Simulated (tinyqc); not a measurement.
How the errors depend on the field: Haynes-Shockley experiment: drift, diffusion and decay of a minority-carrier pulse. Computed by tinyqc, a small Python program. Command: `OMP_NUM_THREADS=1 python tinyqc.py 3110191 3110192 out.jsonl haynes walk`. One thread of a shared host (Intel(R) Xeon(R) Processor @ 2.30GHz), about 0.01 s of CPU time with the checks.

A thin sheet of excess carriers is made at x = 0, t = 0 in a long uniform bar; injection is low, so the pulse moves with the minority mobility.

Inputs (values chosen for the exercise, modelled on holes in n-type germanium in a lightly doped bar):
```
quantity                       value         unit
minority mobility mu            1820   cm^2/(V s)
lifetime tau                      25  microsecond
temperature T                    250            K
field F                          2.2         V/cm
distance d to the collector     0.24           cm
injected sheet density N0    1.7e+10       1/cm^2
```

Constants: k_B = 8.617333262e-05 eV/K.

Method:
- D = mu k_B T/e, v = mu F.
- Transit time d/v, diffusion length sqrt(D tau), drift length v tau, Peclet number v d/D = e F d/(k_B T).
- dn(x, t) = N0/sqrt(4 pi D t) exp(-(x - v t)^2/(4 D t) - t/tau).
- At fixed x the signal peaks where d ln(dn)/dt = 0: a t^2 + t/2 - x^2/(4 D) = 0 with a = v^2/(4 D) + 1/tau.
- The full width at half maximum is found by solving dn(x, t) = peak/2 on both sides of the peak.
- With w that width: mu = d/(F t_p); D = (w d)^2/(16 ln2 t_p^3). The field is scaled by the factors listed.

D = 39.2089 cm^2/s

Errors of the simple reading:
```
factor  F (V/cm)   v d/D  v^2 tau/(4 D)  error of mu (%)  error of D (%)
0.5         1.10   12.25           0.64           68.531          9.0540
0.7         1.54   17.16           1.25           40.067          7.6691
1.0         2.20   24.51           2.56           22.104          6.0527
1.5         3.30   36.76           5.75           11.102          4.3536
2.5         5.50   61.27          15.97            4.728          2.7215
4.0         8.80   98.03          40.89            2.241          1.7228
7.0        15.40  171.56         125.22            0.983          0.9885
```

What follows from these numbers?

The error of mu falls from 68.5 to 0.983 %. For large v d/D it is about D/(v d) + 2 D/(v^2 tau), here 0.982 % in the last row: one part from spreading, one from recombination.

Extremes, crossings and ranges named in words are read from the listed rows.
